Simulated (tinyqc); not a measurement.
Schemes compared: quasiparticle equation with a plasmon-pole self-energy for two band edges.

For each edge E = e + X + Sc(E), with the correlation part Sc(E) = A[0]/(E - a + w) + A[1]/(E - b - w); a and b are the valence and conduction energies that enter the Green function (a = ev, b = ec in the one-shot scheme). Z = 1/(1 - dSc/dE), dSc/dE = -A[0]/(E - a + w)^2 - A[1]/(E - b - w)^2.

Parameters, chosen for this exercise (scales of the order of those of SiC; not measured data):
- ev = 0 eV (mean-field valence top)
- ec = 2.26 eV (mean-field conduction edge)
- w = 21.2 eV (pole energy)
- Av = (94.4, 40.4) eV^2 (weights of the valence state on the hole and electron poles)
- Ac = (58.4, 106.4) eV^2 (the same for the conduction state)
- Xv = -3.31 eV (exchange minus the mean-field potential, valence)
- Xc = 3.23 eV (the same, conduction)

Z = 1; linearised; exact one-shot; energies updated in G (a, b); updated in G and W, where w grows by half of the opening of the gap (a rule chosen for the exercise).

Results (eV):

| scheme | Ev | Ec | gap | opening |
|---|---|---|---|---|
| mean field | 0.000 | 2.260 | 2.260 | 0.000 |
| Z = 1 | -0.579 | 2.960 | 3.540 | 1.280 |
| linearised | -0.451 | 2.782 | 3.233 | 0.973 |
| one-shot, exact | -0.450 | 2.780 | 3.230 | 0.970 |
| update G | -0.503 | 2.850 | 3.352 | 1.092 |
| update G and W | -0.579 | 2.920 | 3.499 | 1.239 |

The openings run from 0.970 (one-shot, exact) to 1.280 eV (Z = 1). Linearising moves the gap by 3 meV, updating G +122 meV and updating W a further +147 meV: once Z is kept, the level of self-consistency matters more than linearising.

(tinyqc, `OMP_NUM_THREADS=1 python tinyqc.py 1850334 1850335 out.jsonl`, Intel(R) Xeon(R) Processor @ 2.30GHz, 1 thread, shared host, about 0.02 s.)
